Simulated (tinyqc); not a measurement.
# Wafer bonding and layer transfer: bond energy, gap closing, particles, bonding of dissimilar wafers and hydrogen blisters, step by step

A worked calculation. Computed by tinyqc, a small Python program that keeps every step. Command: `OMP_NUM_THREADS=1 python tinyqc.py 3015733 3015734 out.jsonl bond walk`. One thread of a shared host (Intel(R) Xeon(R) Processor @ 2.30GHz), about 0.01 s of CPU time with the checks. Intermediate numbers are printed to about 6 digits and carried at full precision; extremes and crossings named in words are read from the listed rows.

gamma is the energy per area of each of the two surfaces; plates are isotropic.

Inputs (values chosen for the exercise, with wafer 1 close to silicon):

| quantity | value | unit |
|---|---|---|
| Young's modulus E1 | 166 | GPa |
| Young's modulus E2 | 88.3 | GPa |
| Poisson ratio nu | 0.26 | - |
| thickness t1 | 525 | micrometre |
| thickness t2 | 500 | micrometre |
| blade thickness t_b | 230 | micrometre |
| crack length L | 32.4 | mm |
| particle radius h | 2.2 | micrometre |
| radius of a shallow gap R | 0.87 | mm |
| half height of the gap h_g | 1.8 | nm |
| expansion mismatch alpha_2 - alpha_1 | 1.5 | 1e-6/K |
| heating dT | 175 | K |
| implant depth d | 1.6 | micrometre |
| hydrogen dose | 8.3 | 1e16/cm^2 |
| share of the dose released as H2 | 0.4 | - |
| surface energy of the weakened plane gamma_s | 1.2 | J/m^2 |
| anneal temperature T | 800 | K |

Pair: two different wafers.

Constants: k_B = 1.380649e-23 J/K.

## Bond energy from the blade test

Two cantilevers opened by t_b: gamma = 3 t_b^2 E1 t1^3 E2 t2^3/(16 L^4 (E1 t1^3 + E2 t2^3)).

bond energy gamma = 0.0680681 J/m^2

An error of 5 % in L changes gamma by about 20 %. This is the level of van der Waals or hydrogen bonds, as after contact at room temperature.

## Does a shallow gap close?

E' = E1/(1 - nu^2), equal wafers of thickness t1 assumed. A gap of radius R closes if h_g < h_c: h_c = R^2/sqrt((2/3) E' t1^3/gamma) for R > 2 t1 (plate bending), h_c = 3.6 sqrt(R gamma/E') for R < 2 t1 (local deformation).

closable height h_c = 65.6570 nm

h_g/h_c = 0.0274152

The gap closes.

## Void around a particle

E' = E1/(1 - nu^2), equal wafers assumed. Void radius in the plate regime: R_v = [(2/3) E' t1^3/gamma]^(1/4) h^(1/2). Below h_crit = 5 sqrt(t1 gamma/E') the wafers deform locally and R_v is of the order of h (taken as h).

critical particle radius = 0.0708384 micrometre

void radius = 5911.51 micrometre

The void is 2700 times the particle.

## Heating a pair with different expansion

M = E/(1 - nu), misfit e = (alpha_2 - alpha_1) dT. Curvature k = 6 M1 M2 t1 t2 (t1 + t2) e/[M1^2 t1^4 + M2^2 t2^4 + 2 M1 M2 t1 t2 (2 t1^2 + 3 t1 t2 + 2 t2^2)]; force per width F = k (M1 t1^3 + M2 t2^3)/(6 (t1 + t2)); at the interface s1 = F/t1 + M1 k t1/2, s2 = -F/t2 - M2 k t2/2; stored biaxial energy U = F^2 [1/(M1 t1) + 1/(M2 t2)] + k^2 (M1 t1^3 + M2 t2^3)/12; the pair can part when U > 2 gamma.

curvature = 0.371273 1/m

force per width = 2.86007 kN/m

stress in wafer 1 at the interface = 27.3102 MPa

stress in wafer 2 at the interface = -16.7956 MPa

stored energy U = 0.750767 J/m^2

largest dT for this gamma = 74.5199 K

U exceeds 2 gamma: the pair can debond; the bond strengthens on heating, so slow ramps or thinning one wafer first help.

## Blistering after hydrogen implantation

A flat crack of radius r under a layer of thickness d, as a clamped plate: centre height w = 3 p r^4/(16 E' d^3), volume pi r^2 w/3, energy release G = 3 p^2 r^4/(32 E' d^3), E' = E1/(1 - nu^2). It grows when G = 2 gamma_s. The gas comes from the area pi r^2: p V = (dose x share/2) pi r^2 k_B T, and G = p w/2 = (3/2) N k_B T with N the H2 molecules per area. Share needed: G = 2 gamma_s. The pressure and height at growth are given for r = 10 d.

energy release G = 2.75025 J/m^2

share of the dose needed = 0.349059

pressure at growth = 16.8777 MPa

height at growth = 284.399 nm

The released gas suffices: cracks grow, as blisters under a free surface or as a split under a bonded stiffener. In this plate limit G depends on neither r nor d.

## Closable height against the size of the gap

The formulas are those given above.

Gap closing:

| R (mm) | regime | h_c (nm) | slope h_c/R |
|---|---|---|---|
| 1.00e-04 | local | 7.03917e-01 | 0.00703917 |
| 1.00e-03 | local | 2.22598e+00 | 0.00222598 |
| 1.00e-02 | local | 7.03917e+00 | 0.00070392 |
| 1.00e-01 | local | 2.22598e+01 | 0.00022260 |
| 5.00e-01 | local | 4.97745e+01 | 0.00009955 |
| 2.00e+00 | plate | 2.51817e+02 | 0.00012591 |
| 5.00e+00 | plate | 1.57386e+03 | 0.00031477 |
| 2.00e+01 | plate | 2.51817e+04 | 0.00125909 |
| 5.00e+01 | plate | 1.57386e+05 | 0.00314772 |

Roughness of 100 nm scale may be 0.70 nm in half height, waviness of radius 5 cm as much as 160 micrometre: h_c goes as R^(1/2) when the wafer deforms locally and as R^2 when it bends. The allowed slope is least near R = 2 t1, so defects about 4 t1 wide are the hardest to close; bow matters little.

Checks made by the program: gamma against the derivative of the beam energy (relative difference 3e-10).
